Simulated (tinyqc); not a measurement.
Bottom-up copper filling of a trench by curvature-enhanced accelerator coverage: one step, computed by the program tinyqc.

A rectangular trench keeps vertical walls and a flat floor. An accelerator floats on the surface; where area is lost in the corners it is passed on to the floor.

Question. Velocities. Kinetic current i_k = [i_0 (1 - theta) + i_1 theta] exp(alpha eta/(k_B T)), limit i_L = 2 F D C/delta, i = 1/(1/i_k + 1/i_L); velocity v = i Omega/(2F), Omega = 7.11 cm^3/mol, F = e N_A. Depletion inside the trench is ignored.

Inputs (values chosen for the exercise, close to those used for damascene copper plating):
```
quantity,value,unit
exchange current of the suppressed surface i_0,0.032,mA/cm^2
exchange current of the accelerated surface i_1,1.4,mA/cm^2
transfer coefficient alpha,0.5,-
overpotential eta,0.17,V
starting coverage theta_0,0.017,-
cupric ion concentration C,0.72,mol/l
diffusivity D,3.6e-06,cm^2/s
boundary layer delta,69,um
temperature T,298,K
```

Constants: e = 1.602176634e-19 C; N_A = 6.02214076e+23 1/mol; k_B = 8.617333262e-05 eV/K.

Give: limiting current i_L; velocity at theta = 0; velocity at theta_0; velocity at theta = 1; ratio v(1)/v(theta_0).

Answer.

limiting current i_L = 72.49 mA/cm^2

velocity at theta = 0 = 0.3190 nm/s

velocity at theta_0 = 0.5461 nm/s

velocity at theta = 1 = 9.240 nm/s

ratio v(1)/v(theta_0) = 16.92
